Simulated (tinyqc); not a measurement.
Dopant redistribution at a moving silicon-oxide interface during parabolic oxidation: one step, computed by the program tinyqc.

Uniformly doped silicon is oxidised with x_ox = sqrt(B t); the interface advances into the silicon by alpha x_ox, alpha = 0.44. The dopant does not move in the oxide, and at the interface C(silicon) = m C(oxide).

Task: Rates. D = D0 exp(-E/(k_B T)), converted with 1 cm^2/s = 3.6e11 um^2/h; B = B0 exp(-E_B/(k_B T)); s = alpha sqrt(B/(4 D)), the interface advance over 2 sqrt(D t). Temperatures in kelvin are T(C) + 273.15.

Inputs (values chosen for the exercise, modelled on antimony in silicon under steam):

| quantity | value | unit |
|---|---|---|
| dopant prefactor D0 | 5.12 | cm^2/s |
| dopant activation energy E | 3.91 | eV |
| oxidation prefactor B0 | 405 | um^2/h |
| oxidation activation energy E_B | 0.79 | eV |
| temperature T | 1125 | C |
| time t | 1.8 | h |

Constants: k_B = 8.617333262e-05 eV/K.

Give: D; B; s; oxide thickness; diffusion length 2 sqrt(D t).

Result:

D = 0.01484 um^2/h

B = 0.5752 um^2/h

s = 1.369

oxide thickness = 1.018 um

diffusion length 2 sqrt(D t) = 0.3269 um

Interface and diffusion move at similar speeds. Caution: parabolic growth needs an oxide much thicker than the Deal-Grove length A, which fails for thin films and low temperatures; oxidation-enhanced or retarded diffusion is ignored.
